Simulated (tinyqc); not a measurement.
# Electron mobility in a silicon inversion layer, empirical terms and Matthiessen rule: effects of single changes

Inversion layer of sheet density Ns on a uniformly doped body, under a high-permittivity gate with an interlayer. The mobility terms are empirical power laws with prefactors chosen for the exercise; adding their inverses (Matthiessen) is itself an approximation.

Values chosen for this exercise; material values close to those of silicon: temperature T = 400 K; band gap Eg = 1.13 eV; relative permittivity of the semiconductor eps_r = 11.5; conduction-band density of states at T Nc = 4.25e19 cm^-3; valence-band density of states at T Nv = 4.13e19 cm^-3; body doping Nb = 5.9e16 cm^-3; reverse body bias Vsb = 0.3 V; weight of the inversion charge in the effective field eta = 0.5; phonon-limited mobility at 1 MV/cm and 300 K Ap = 389 cm^2/(V s); roughness-limited mobility at 1 MV/cm As = 769 cm^2/(V s); exponent of the roughness term gs = 2; Coulomb prefactor Ac = 1900 cm^2/(V s); charge at the interface Nit = 2.1e10 cm^-2; remote-phonon mobility without interlayer Ar = 320 cm^2/(V s); interlayer thickness ti = 1.1 nm; decay length of remote phonons lr = 0.6 nm; inversion density Ns = 1.2e12 cm^-2.

Constants: q = 1.602176634e-19 C, kB = 1.380649e-23 J/K, Vt = kB T/q, eps0 = 8.8541878128e-14 F/cm where lengths are in cm. Results are converted to the units shown.

Each table varies one quantity; the others keep the values above.

## Effect of the charge at the interface

ni = sqrt(Nc Nv) exp(-Eg/(2 Vt)), Eg in volts; Ndep = sqrt(2 eps0 eps_r Nb (2 Vt ln(Nb/ni) + Vsb)/q); E = q (Ndep + eta Ns)/(eps0 eps_r), in MV/cm. With t = T/(300 K): muC = Ac (Ns/1e12 cm^-2) t/(Nb/1e17 cm^-3 + Nit/1e11 cm^-2), muP = Ap E^(-1/3) t^(-1.75), muS = As E^(-gs), muR = Ar exp(2 ti/lr)/t; 1/mu is the sum of the inverses.

The same in every row: E (MV/cm) = 0.22912; muP (cm^2/(V s)) = 384.25; muS (cm^2/(V s)) = 14649; muR (cm^2/(V s)) = 9389.1.

Effect of the charge at the interface:
```
Nit (cm^-2)	muC (cm^2/(V s))	mu (cm^2/(V s))
1e10	4405.8	332.87
3.2e10	3340.7	325.04
1e11	1911.9	303.01
3.2e11	802.11	248.51
1e12	287.06	159.72
3.2e12	93.280	74.087
1e13	30.222	27.882
```

What does the table show?

As Nit goes from 1e10 to 1e13 cm^-2, E stays at 0.229 MV/cm and mu falls from 333 to 27.9 cm^2/(V s). The smallest term is the phonon one in the first row and the Coulomb one in the last.

## Effect of the interlayer thickness

Same model as above.

The same in every row: E (MV/cm) = 0.2291; muC (cm^2/(V s)) = 3800; muP (cm^2/(V s)) = 384.3; muS (cm^2/(V s)) = 1.465e4.

Results:
```
ti (nm)	muR (cm^2/(V s))	mu (cm^2/(V s))
0.2	467.5	197.1
0.4	910.5	248.0
0.6	1773	285.9
0.8	3454	310.2
1.2	1.310e4	332.2
1.4	2.552e4	336.4
1.6	4.971e4	338.5
1.8	9.682e4	339.7
```

Estimate the missing row, ti = 1 nm.

Computed row:
```
ti (nm)	muR (cm^2/(V s))	mu (cm^2/(V s))
1	6728	324.4
```

With this row back in the table: As ti goes from 0.2 to 1.8 nm, E stays at 0.229 MV/cm and mu rises from 197 to 340 cm^2/(V s). The phonon term is the smallest in the first and the last row.

Numbers from tinyqc (`OMP_NUM_THREADS=1 python tinyqc.py 2510022 2510023 out.jsonl`; about 0.01 s on one thread of a shared Intel Xeon 2.30GHz).
